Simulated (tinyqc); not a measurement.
Thin-body transistor below threshold, two-dimensional Poisson equation on a small mesh: two steps of the calculation.

A thin body on a thick buried insulator of low permittivity, taken as carrying no normal field at the bottom of the body (row 0). Mobile charge is neglected (subthreshold), the body is fully depleted, and potentials are counted from the intrinsic level; rows run upward to the gate, columns from source to drain.

Parameters, values chosen for the exercise:
```
symbol,value,unit,meaning
T,300,K,temperature
Vbi,0.59,V,potential of the source
```

Constants: q = 1.602176634e-19 C, kB = 1.380649e-23 J/K, Vt = kB T/q. Results are converted to the units shown.

Question 1. Jacobi sweep. Free nodes: rows 0..3, columns 1..4, taken row by row from row 0, left to right. t = (up psi(above) + dn psi(below) + lat [psi(left) + psi(right)] + s)/(up + dn + 2 lat), with all neighbours from the previous sweep; psi(new) = t.

psi after iteration 1 (V):
```
              j=0         j=1         j=2         j=3         j=4         j=5
row 0   0.5900000   0.7900000   0.9900000   1.1900000   1.3900000   1.5900000
row 1   0.5900000   0.7900000   0.9900000   1.1900000   1.3900000   1.5900000
row 2   0.5900000   0.5411498   0.6811860   0.8212221   0.9612582   1.5900000
row 3   0.2750000   0.3750000   0.4750000   0.5750000   0.6750000   0.7750000
row 4  -0.0400000  -0.0400000  -0.0400000  -0.0400000  -0.0400000  -0.0400000
```

up, row 0 to 3: [21.877600, 21.877600, 41.76, 41.76]
dn, row 0 to 3: [0, 21.877600, 21.877600, 41.76]
lat, row 0 to 3: [2.0323276, 4.0646552, 3.0021552, 1.9396552]
s, row 0 to 3 (V): [0, 0, 0, 0]

Find: psi after iteration 2.

Answer 1.

psi after iteration 2 (V):
```
          j=0     j=1     j=2     j=3     j=4     j=5
row 0   0.590   0.790   0.990   1.190   1.390   1.590
row 1   0.590   0.685   0.860   1.035   1.209   1.590
row 2   0.590   0.528   0.655   0.789   0.945   1.590
row 3   0.275   0.256   0.327   0.399   0.470   0.775
row 4  -0.040  -0.040  -0.040  -0.040  -0.040  -0.040
```

Question 2. Barrier, swing and barrier lowering. The barrier is read along row 0, the path farthest from the gate. Take the node j of lowest psi: barrier Vbi - psi_j; swing Vt ln 10/(d psi_j/dVg); DIBL = (d psi_j/dVd)/(d psi_j/dVg). The derivatives solve the same equations with s = 0 and a unit change of that voltage.

converged psi (V):
```
              j=0         j=1         j=2         j=3         j=4         j=5
row 0   0.5900000   0.2145146   0.1037611   0.1883539   0.5765964   1.5900000
row 1   0.5900000   0.1899223   0.0856143   0.1601463   0.5185218   1.5900000
row 2   0.5900000   0.1103786   0.0342408   0.0792032   0.3279594   1.5900000
row 3   0.2750000   0.0396999  -0.0013792   0.0221471   0.1552801   0.7750000
row 4  -0.0400000  -0.0400000  -0.0400000  -0.0400000  -0.0400000  -0.0400000
```

d psi/dVg on row 0: j=0 0.00000000, j=1 0.61455265, j=2 0.83534732, j=3 0.83534732, j=4 0.61455265, j=5 0.00000000
d psi/dVd on row 0: j=0 0.0000000, j=1 0.0116828, j=2 0.0400299, j=3 0.1246228, j=4 0.3737645, j=5 1.0000000

Find: j; barrier; swing; DIBL.

Answer 2.

j = 2
barrier = 0.48624 V
swing = 71.259 mV/decade
DIBL = 47.920 mV/V

Program tinyqc, `OMP_NUM_THREADS=1 python tinyqc.py 2480042 2480043 out.jsonl`; Intel Xeon 2.30GHz, shared host, one thread, about 0.1 s.
